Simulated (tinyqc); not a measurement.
Along the channel and with depth: stress in a transistor channel from embedded alloy regions, liners and fins, by half-space elasticity. Computed by tinyqc, a small Python program. Command: `OMP_NUM_THREADS=1 python tinyqc.py 3019422 3019423 out.jsonl stressor walk`. One thread of a shared host (Intel(R) Xeon(R) Processor @ 2.30GHz), about 0.01 s of CPU time with the checks.

Plane strain in an isotropic half-space, the same constants everywhere; x along the channel from its centre, y downwards from the free surface; stress is positive in tension.

Inputs (values chosen for the exercise, modelled on silicon):
```
quantity                          value  unit
alloy fraction x                   0.58     -
lattice change per unit x, beta  0.0412     -
Young's modulus E                   168   GPa
Poisson ratio nu                   0.25     -
channel length L                     98    nm
length of each stressor S           120    nm
recess depth d                       20    nm
depth of the field point y          3.2    nm
```

Stressor: Si(1-x)Ge(x) source and drain.

Method. Misfit e = beta x. A fully constrained inclusion holds the stress -p with p = E e/(1 - 2 nu); a blanket film would hold -E e/(1 - nu) in the plane. A line element dA of misfit at (a, c) in the half-space gives, with C = E e/(2 pi (1 - nu)), X = x - a, r1^2 = X^2 + (y - c)^2, r2^2 = X^2 + Y^2, Y = y + c: s_xx = -C dA {[X^2 - (y - c)^2]/r1^4 + 3 [X^2 - Y^2]/r2^4 + 4 y Y (Y^2 - 3 X^2)/r2^6}, s_yy = C dA {[X^2 - (y - c)^2]/r1^4 - [X^2 - Y^2]/r2^4 + 4 y Y (Y^2 - 3 X^2)/r2^6}. These are integrated over two rectangles, L/2 < |a| < L/2 + S, 0 < c < d (closed form in a, 200 Gauss-Legendre points in c).

misfit e = 0.023896

Stress (MPa):
```
2x/L  s_xx at y  s_yy at y  s_xx at d/2  s_xx at 1.5 d
0.0     -1760.5     -7.963      -1511.4        -614.93
0.2     -1826.4     -9.070      -1538.9        -589.63
0.4     -2035.7    -12.621      -1612.2        -514.44
0.6     -2410.3    -17.163      -1691.3        -394.98
0.8     -2833.0      9.339      -1737.5        -210.68
```

What follows from these numbers?

Near the surface s_xx changes by +61 % from the centre to 2x/L = 0.8. At the centre, s_xx at half the recess depth is 0.86 of its value at y, and below the recess 0.35. An element acts with the sign of X^2 - (y - c)^2, so its direct term reverses where the offset in depth exceeds the lateral distance, and the image terms that amplify the stress near the surface fade with depth. Caution: at such misfit the regions may relax by dislocations, and linear elasticity is rough.
